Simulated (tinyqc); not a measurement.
Six-band hole subbands of a thin body in a field: one step. Confinement masses without spin-orbit coupling. Five cases, with inputs chosen for the exercise.

Question. C(n n^T)/c has C_XX = (g1 + 4 g2) nx^2 + (g1 - 2 g2)(ny^2 + nz^2) and C_XY = 6 g3 nx ny, n the unit normal; its eigenvalues are the inverse masses along n.

Case 1.

Values chosen (near those of a p-type Si channel; shifted at random, so the results belong to these values and not to a real crystal):
- g1 = 4.29 (Luttinger gamma1)
- g2 = 0.34 (gamma2)
- g3 = 1.45 (gamma3)
- face = 110 (surface)

Case 2.

Values chosen (near those of a p-type Si channel; shifted at random, so the results belong to these values and not to a real crystal):
- g1 = 4.3 (Luttinger gamma1)
- g2 = 0.34 (gamma2)
- g3 = 1.44 (gamma3)
- face = 110 (surface)

Case 3.

Values chosen (near those of a p-type Si channel; shifted at random, so the results belong to these values and not to a real crystal):
- g1 = 4.26 (Luttinger gamma1)
- g2 = 0.34 (gamma2)
- g3 = 1.44 (gamma3)
- face = 110 (surface)

Case 4.

Values chosen (near those of a p-type Si channel; shifted at random, so the results belong to these values and not to a real crystal):
- g1 = 4.3 (Luttinger gamma1)
- g2 = 0.34 (gamma2)
- g3 = 1.44 (gamma3)
- face = 111 (surface)

Case 5.

Values chosen (near those of a p-type Si channel; shifted at random, so the results belong to these values and not to a real crystal):
- g1 = 4.28 (Luttinger gamma1)
- g2 = 0.34 (gamma2)
- g3 = 1.44 (gamma3)
- face = 111 (surface)

Give: C(n n^T)/c; masses.

Answer.

Case 1.

C(n n^T)/c, rows X, Y, Z and columns alike:
$$\begin{pmatrix}
4.6300 & 4.3500 & 0 \\
4.3500 & 4.6300 & 0 \\
0 & 0 & 3.6100
\end{pmatrix}$$

masses (m0): [3.5714, 0.2770, 0.1114]

The heaviest mass, 3.57, comes from a near cancellation among the gammas, so a few per cent in them move it strongly.

Case 2.

C(n n^T)/c, rows X, Y, Z and columns alike:
$$\begin{pmatrix}
4.6400 & 4.3200 & 0 \\
4.3200 & 4.6400 & 0 \\
0 & 0 & 3.6200
\end{pmatrix}$$

masses (m0): [3.1250, 0.2762, 0.1116]

The heaviest mass, 3.13, comes from a near cancellation among the gammas, so a few per cent in them move it strongly.

Case 3.

C(n n^T)/c, rows X, Y, Z and columns alike:
$$\begin{pmatrix}
4.6000 & 4.3200 & 0 \\
4.3200 & 4.6000 & 0 \\
0 & 0 & 3.5800
\end{pmatrix}$$

masses (m0): [3.5714, 0.2793, 0.1121]

The heaviest mass, 3.57, comes from a near cancellation among the gammas, so a few per cent in them move it strongly.

Case 4.

C(n n^T)/c, rows X, Y, Z and columns alike:
$$\begin{pmatrix}
4.3000 & 2.8800 & 2.8800 \\
2.8800 & 4.3000 & 2.8800 \\
2.8800 & 2.8800 & 4.3000
\end{pmatrix}$$

masses (m0): [0.7042, 0.7042, 0.0994]

Case 5.

C(n n^T)/c, rows X, Y, Z and columns alike:
$$\begin{pmatrix}
4.2800 & 2.8800 & 2.8800 \\
2.8800 & 4.2800 & 2.8800 \\
2.8800 & 2.8800 & 4.2800
\end{pmatrix}$$

masses (m0): [0.7143, 0.7143, 0.0996]

Computed by tinyqc, one run a case: `OMP_NUM_THREADS=1 python tinyqc.py N N+1 out.jsonl` with N = 1281474, 1281636, 1281680, 1281772, 1281864; one thread of a shared Intel(R) Xeon(R) Processor @ 2.30GHz, about 0.4 s a run at most.
